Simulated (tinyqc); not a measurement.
Worked calculation: RHF in the sto-3g basis, for BeH2, spin multiplicity 1. One step of it, computed by the program tinyqc.

Task: Iteration 6 (converged): orbitals. Diagonalise F' = X^T F X, C = X C', fill 3 alpha and 3 beta electrons from the bottom; D = 2 C_occ C_occ^T. Each column has its largest component positive (the first on a tie).

converged F (hartree), order 1Be 1s, 1Be 2s, 1Be 2px, 1Be 2py, 1Be 2pz, 2H 1s, 3H 1s:
$$\begin{pmatrix}
-4.522639 & -1.288630 & 0.000000 & 0.000000 & 0.002640 & -0.280369 & -0.280369 \\
-1.288630 & -0.611979 & 0.000000 & 0.000000 & -0.022925 & -0.376506 & -0.376506 \\
0.000000 & 0.000000 & 0.213616 & 0.000000 & 0.000000 & 0.000000 & 0.000000 \\
0.000000 & 0.000000 & 0.000000 & -0.188637 & 0.000000 & -0.317759 & 0.317759 \\
0.002640 & -0.022925 & 0.000000 & 0.000000 & 0.210157 & -0.028710 & -0.028710 \\
-0.280369 & -0.376506 & 0.000000 & -0.317759 & -0.028710 & -0.269724 & -0.030663 \\
-0.280369 & -0.376506 & 0.000000 & 0.317759 & -0.028710 & -0.030663 & -0.269724
\end{pmatrix}$$

X, order 1Be 1s, 1Be 2s, 1Be 2px, 1Be 2py, 1Be 2pz, 2H 1s, 3H 1s:
$$\begin{pmatrix}
0.000000 & -0.358311 & 0.860230 & 0.000000 & -0.386628 & 0.000000 & 0.253471 \\
0.000000 & 1.158187 & -0.114601 & 0.000000 & -0.072481 & 0.000000 & 0.523630 \\
0.000000 & 0.000000 & 0.000000 & 1.000000 & 0.000000 & 0.000000 & 0.000000 \\
1.291283 & 0.000000 & 0.000000 & 0.000000 & 0.000000 & 0.549882 & 0.000000 \\
0.000000 & 0.135730 & 0.430784 & 0.000000 & 0.895653 & 0.000000 & 0.057739 \\
-0.928712 & -0.739821 & -0.258501 & 0.000000 & 0.119052 & 0.382279 & 0.353786 \\
0.928712 & -0.739821 & -0.258501 & 0.000000 & 0.119052 & -0.382279 & 0.353786
\end{pmatrix}$$

Give: F' = X^T F X; orbital energies; coefficients C; D after iteration 6.

Result:

F' = X^T F X (hartree):
$$\begin{pmatrix}
0.797 & 0.000 & 0.000 & 0.000 & 0.000 & 0.047 & 0.000 \\
0.000 & 0.340 & 0.512 & 0.000 & -0.221 & 0.000 & 0.218 \\
0.000 & 0.512 & -2.880 & 0.000 & 1.520 & 0.000 & -1.446 \\
0.000 & 0.000 & 0.000 & 0.214 & 0.000 & 0.000 & 0.000 \\
0.000 & -0.221 & 1.520 & 0.000 & -0.538 & 0.000 & 0.740 \\
0.047 & 0.000 & 0.000 & 0.000 & 0.000 & -0.394 & 0.000 \\
0.000 & 0.218 & -1.446 & 0.000 & 0.740 & 0.000 & -1.258
\end{pmatrix}$$

orbital energies (hartree): MO1 -4.526, MO2 -0.437, MO3 -0.396, MO4 0.207, MO5 0.214, MO6 0.420, MO7 0.799

coefficients C, order 1Be 1s, 1Be 2s, 1Be 2px, 1Be 2py, 1Be 2pz, 2H 1s, 3H 1s:
$$\begin{pmatrix}
0.992 & -0.217 & 0.000 & 0.055 & 0.000 & -0.220 & 0.000 \\
0.032 & 0.582 & 0.000 & -0.236 & 0.000 & 1.113 & 0.000 \\
0.000 & 0.000 & 0.000 & 0.000 & 1.000 & 0.000 & 0.000 \\
0.000 & 0.000 & 0.499 & 0.000 & 0.000 & 0.000 & 1.312 \\
0.000 & 0.027 & 0.000 & 0.971 & 0.000 & 0.258 & 0.000 \\
-0.004 & 0.392 & 0.418 & 0.106 & 0.000 & -0.767 & -0.913 \\
-0.004 & 0.392 & -0.418 & 0.106 & 0.000 & -0.767 & 0.913
\end{pmatrix}$$

D after iteration 6, order 1Be 1s, 1Be 2s, 1Be 2px, 1Be 2py, 1Be 2pz, 2H 1s, 3H 1s:
$$\begin{pmatrix}
2.061 & -0.190 & 0.000 & 0.000 & -0.012 & -0.177 & -0.177 \\
-0.190 & 0.680 & 0.000 & 0.000 & 0.031 & 0.456 & 0.456 \\
0.000 & 0.000 & 0.000 & 0.000 & 0.000 & 0.000 & 0.000 \\
0.000 & 0.000 & 0.000 & 0.498 & 0.000 & 0.417 & -0.417 \\
-0.012 & 0.031 & 0.000 & 0.000 & 0.001 & 0.021 & 0.021 \\
-0.177 & 0.456 & 0.000 & 0.417 & 0.021 & 0.657 & -0.043 \\
-0.177 & 0.456 & 0.000 & -0.417 & 0.021 & -0.043 & 0.657
\end{pmatrix}$$
